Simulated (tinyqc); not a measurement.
Inside a calculation. Model: gated graphene, quantum capacitance.

Computed by the program tinyqc: `OMP_NUM_THREADS=1 python tinyqc.py 2200146 2200147 out.jsonl`, one thread of a shared Intel Xeon 2.30GHz, about 0.01 s for the whole run. Printed values are rounded.

phi is the Fermi level above the Dirac point, in volts; Vg is counted from the gate voltage of charge neutrality. Ideal linear bands, no charge puddles.

Values chosen for this exercise; values close to those of graphene:
- T = 77 K (temperature)
- eox = 3.9 (relative permittivity of the gate insulator (close to silicon dioxide))
- tox = 4.7 nm (insulator thickness)
- vF = 1.09e6 m/s (Fermi velocity)
- Dit = 0 cm^-2 eV^-1 (density of traps)
- Vg = -1.03 V (gate voltage)

Constants: q = 1.602176634e-19 C, kB = 1.380649e-23 J/K, hbar = 1.054571817e-34 J s, Vt = kB T/q, eps0 = 8.8541878128e-14 F/cm where lengths are in cm. Results are converted to the units shown.

## Gate capacitance

Cox = eps0 eox/tox.

Cox = 0.734709 uF/cm^2

## Starting value

phi = Vg.

phi at the start = -1.03 V

## Iteration 1: new phi

N0 = (2/pi)(kB T/(hbar vF))^2; n = N0 F1(phi/Vt), p = N0 F1(-phi/Vt), F1(e) = int_0^infinity u du/(1 + exp(u - e)) = -Li2(-exp(e)); Cq = q d(n - p)/dphi = (q N0/Vt) ln[2 (1 + cosh(phi/Vt))]. Newton: f = phi + q (n - p + Dit phi)/Cox - Vg, phi(new) = phi - f/(1 + (Cq + q Dit)/Cox).

n = 2.09319e-58 cm^-2
p = 6.56144e13 cm^-2
Cq = 20.4100 uF/cm^2
f = -14.3085 V
phi after iteration 1 = -0.532827 V

## Iteration 2: new phi

As before.

n = 7.27159e-26 cm^-2
p = 1.75654e13 cm^-2
Cq = 10.5583 uF/cm^2
f = -3.33331 V
phi after iteration 2 = -0.315964 V

## Course of the iteration

Stop when the step is below 1e-10 V, or after 40 iterations.

Course of the iteration:

| iteration | phi before the step (V) | step (V) |
|---|---|---|
| 1 | -1.03 | 0.497 |
| 2 | -0.532827 | 0.217 |
| 3 | -0.315964 | 0.0666 |
| 4 | -0.249359 | 7.74e-3 |
| 5 | -0.241615 | 1.08e-4 |
| 6 | -0.241507 | 2.08e-8 |
| 7 | -0.241507 | < 1e-13 |

Converged in 7 iterations.

## Charge and capacitances at the solution

converged phi = -0.241507 V

N0 = (2/pi)(kB T/(hbar vF))^2; n = N0 F1(phi/Vt), p = N0 F1(-phi/Vt), F1(e) = int_0^infinity u du/(1 + exp(u - e)) = -Li2(-exp(e)); Cq = q d(n - p)/dphi = (q N0/Vt) ln[2 (1 + cosh(phi/Vt))]. 1/C_G = 1/Cox + 1/(Cq + q Dit); dphi/dVg = Cox/(Cox + Cq + q Dit).

n - p = -3.61579e12 cm^-2
Cq = 4.78560 uF/cm^2
C_G = 0.636925 uF/cm^2
dphi/dVg = 0.133092

Cq is 6.51 times Cox, so C_G is 86.7 % of Cox; 23.4 % of the gate voltage has gone into phi.
